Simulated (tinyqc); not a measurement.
From one set of inputs to another, one input at a time: electron mobility of a polar semiconductor by Rode's iterative solution of the Boltzmann equation. Computed by tinyqc, a small Python program. Command: `OMP_NUM_THREADS=1 python tinyqc.py 3024932 3024933 out.jsonl rode ladder`. One thread of a shared host (Intel(R) Xeon(R) Processor @ 2.30GHz), about 0.05 s of CPU time with the checks.

The distribution is f(E) + e F l(E) (-df/dE) cos(theta) for a weak field F, theta counted from the force; l(E) is a mean free path. Elastic processes enter by their momentum rate, polar optical phonons by out- and in-scattering terms. One valley only: where upper valleys lie close, measured mobilities are lower. The density n is prescribed, even where a narrow-gap material would have more intrinsic carriers.

The inputs printed are set A. Set A is modelled on GaSb; the values taken over come from a set modelled on CdTe. Inputs not listed in the table keep their values of set A, so the rows need not describe a real material.

Inputs (values chosen for the exercise, modelled on GaSb):
```
quantity,value,unit
effective mass m,0.0402,m_0
static permittivity eps_s,15.7,-
high-frequency permittivity eps_inf,14.4,-
density rho,5610,kg/m^3
sound velocity v_l,4320,m/s
acoustic deformation potential D_A,7.2,eV
optical phonon energy hbar w,29.6,meV
piezoelectric coupling K,0.034,-
electron density n,2.7e+17,1/cm^3
compensation ratio C,0.14,-
temperature T,500,K
grid points per phonon energy s,10,-
iteration cap,200,-
```

Band: parabolic. Elastic processes: acoustic, piezoelectric, impurity.

Constants: k_B = 8.617333262e-05 eV/K; m_0 = 9.1093837015e-31 kg; e = 1.602176634e-19 C; hbar = 1.054571817e-34 J s; eps_0 = 8.8541878128e-12 F/m; k_B = 1.380649e-23 J/K; hbar = 6.582119569e-16 eV s.

Method:
- Parabolic band: E = hbar^2 k^2/(2 m), speed v = hbar k/m, states per spin, volume and energy g(E) = m k/(2 pi^2 hbar^2). Masses are multiplied by m_0 and all formulas are in SI units.
- The reduced Fermi level eta = E_F/(k_B T) solves n = 2 Z int g f dE with f = 1/(1 + exp(x - eta)) (Z = 1 unless valleys are given); screening length L_s = sqrt(eps_s eps_0 k_B T/(e^2 dn/deta)), dn/deta = 2 Z int g f (1 - f) dE.
- Integrals over x = E/(k_B T) use 160 Gauss-Legendre points in u = sqrt(x) from 0 to sqrt(max(eta, 0) + 32).
- N_I = n (1 + C)/(1 - C).
- Phonon occupation N_q = 1/(exp(hbar w/(k_B T)) - 1).
- Acoustic deformation potential (elastic, equipartition, absorption and emission together): 1/tau = 2 pi k_B T D_A^2 g(E)/(hbar rho v_l^2).
- Piezoelectric (elastic, unscreened, momentum relaxation): 1/tau = e^2 K^2 k_B T m (1 + 2 alpha E)/(2 pi eps_s eps_0 hbar^3 k), with alpha = 0 for a parabolic band.
- Singly charged impurities, momentum relaxation: 1/tau = N_I e^4 m (1 + 2 alpha E) Phi/(8 pi (eps_s eps_0)^2 hbar^3 k^3), with alpha = 0 for a parabolic band.
- Brooks-Herring: Phi = ln(1 + b) - b/(1 + b), b = 4 k^2 L_s^2.
- Polar optical, unscreened: W = e^2 w (1/eps_inf - 1/eps_s) m (1 + 2 alpha E') ln|(k + k')/(k - k')| / (4 pi eps_0 hbar^2 k), times N_q for absorption (E' = E + hbar w) and N_q + 1 for emission (E' = E - hbar w > 0), with alpha = 0 for a parabolic band; mean cosine of the angle <cos> = (k^2 + k'^2)/(2 k k') - 1/ln|(k + k')/(k - k')|.
- Energy grid E_j = (j + 1/2) hbar w/s, j = 0, 1, ..., up to (max(eta, 0) + 18) k_B T, so that E_j +/- hbar w are grid points; l = 0 beyond the grid; integrals are sums times the spacing.
- With f' = f(E'): out-scattering S_o = sum over absorption and emission of W (1 - f')/(1 - f); nu = sum of elastic rates; the in-scattering weights are c+ = W_abs <cos> (1 - f')/(1 - f) for E' = E + hbar w and c- likewise for emission.
- Iteration: l_new(E) = [v(E) + c+ l(E + hbar w) + c- l(E - hbar w)]/(nu + S_o), from l = 0.
- mu = e sum g v l f (1 - f) / (3 k_B T sum g f) over the grid; stop when mu changes by less than 1e-8 of itself.
- Self-energy RTA: l = v/(nu + S_o), the first iteration. Momentum RTA: l = v/(nu + S_o - c+ v(E + hbar w)/v - c- v(E - hbar w)/v), listed only where the denominator is positive on the whole grid. The polar-only value solves the same system with nu = 0; the elastic value takes l = v/nu.

Each row keeps all changes above it:
```
input moved,from,to,mobility mu (cm^2/(V s)),elastic mobility (cm^2/(V s)),self-energy RTA mobility (cm^2/(V s))
set A,-,-,12722,26721,6986
effective mass m (m_0),0.0402,0.0997,3239,6862,1835
piezoelectric coupling K,0.034,0.012,3258,6947,1841
high-frequency permittivity eps_inf,14.4,7.1,456,6947,194
optical phonon energy hbar w (meV),29.6,20.9,442,6951,164
temperature T (K),500,100,1592,5270,1148
electron density n (1/cm^3),2.7e+17,6.9e+14,4163,97183,2961
compensation ratio C,0.14,0.51,3962,67299,2836
```

Mobility mu goes from 12700 to 3960, a factor 0.311 in all. The largest single move comes from high-frequency permittivity eps_inf (a factor 0.140), and temperature T works against it (a factor 3.60). Elastic mobility goes from 26700 to 67300, a factor 2.52 in all. The largest single move comes from electron density n (a factor 18.4), and effective mass m works against it (a factor 0.257). Self-energy RTA mobility goes from 6990 to 2840, a factor 0.406 in all. The largest single move comes from high-frequency permittivity eps_inf (a factor 0.105), and temperature T works against it (a factor 7.01). The single moves hold for this order of the switches; the total does not depend on the order.

Caution (rows temperature T): the gas is degenerate, and screening of the polar coupling, left out here, would raise the mobility.

Extremes, crossings and ranges named in words are read from the listed rows.
